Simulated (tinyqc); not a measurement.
Planar ballistic transistor, top-of-the-barrier model: two steps of the calculation.

At the top of the source barrier, states moving towards the drain are filled by the source (Fermi level 0) and states moving back by the drain (Fermi level -q Vd); nothing scatters. U is the shift of the band edge there, set by the capacitances CG, CD and CS (the total) and by the charge. Parabolic two-dimensional band; the source is grounded.

Values chosen for this exercise; mass and valleys close to those of indium arsenide: temperature T = 250 K; effective mass m = 0.0304 m0; valley degeneracy gv = 1; relative permittivity of the gate insulator eox = 7.5; insulator thickness tox = 2.8 nm; gate control CG/CS aG = 0.91; drain control CD/CS aD = 0.053; band edge at the barrier top above the source Fermi level at zero bias E0 = 0.39 eV; gate voltage Vg = 0.48 V; drain voltage Vd = 0.5 V.

Constants: q = 1.602176634e-19 C, kB = 1.380649e-23 J/K, hbar = 1.054571817e-34 J s, m0 = 9.1093837015e-31 kg, Vt = kB T/q, eps0 = 8.8541878128e-14 F/cm where lengths are in cm. Results are converted to the units shown.

Task 1. Density of states, capacitances and charge at zero bias. N0 = gv m kB T/(pi hbar^2), CG = eps0 eox/tox, vT = sqrt(2 kB T/(pi m)), CS = CG/aG, n0 = n at U = 0 and Vd = 0. eta1 = -(E0 + U)/Vt, eta2 = eta1 - Vd/Vt, n = (N0/2)[F_0(eta1) + F_0(eta2)], F_0(x) = ln(1 + exp x). UL = -(aG Vg + aD Vd).

Find: N0; CG; CS; n0; UL.

Result 1.

N0 = 2.7358e11 cm^-2
CG = 2.3717 uF/cm^2
CS = 2.6062 uF/cm^2
n0 = 3758.6 cm^-2
UL = -0.46330 eV

Task 2. Current, mean velocity and share of the gate voltage. I = q (N0/2) vT [F_(1/2)(eta1) - F_(1/2)(eta2)] per width, F_(1/2)(x) = (2/sqrt(pi)) int_0^infinity u^(1/2)/(1 + exp(u - x)) du. Mean velocity I/(q n). CQ = (q/Vt) dn/d(eta1); the band edge follows the gate as -dU/dVg = aG/(1 + CQ/CS).

converged U = -0.44220742 eV

Find: eta1; n; I; mean velocity; CQ; -dU/dVg.

Result 2.

eta1 = 2.423
n = 3.431e11 cm^-2
I = 214.9 uA/um
mean velocity = 3.909e7 cm/s
CQ = 0.9345 uF/cm^2
-dU/dVg = 0.6698 eV/V

The carriers from the source are degenerate (eta1 = 2.42), and the mean velocity is 1.39 times vT = sqrt(2 kB T/(pi m)) = 2.82e7 cm/s.

tinyqc, about 0.01 s, one thread, Intel Xeon 2.30GHz (shared host): `OMP_NUM_THREADS=1 python tinyqc.py 2400026 2400027 out.jsonl`
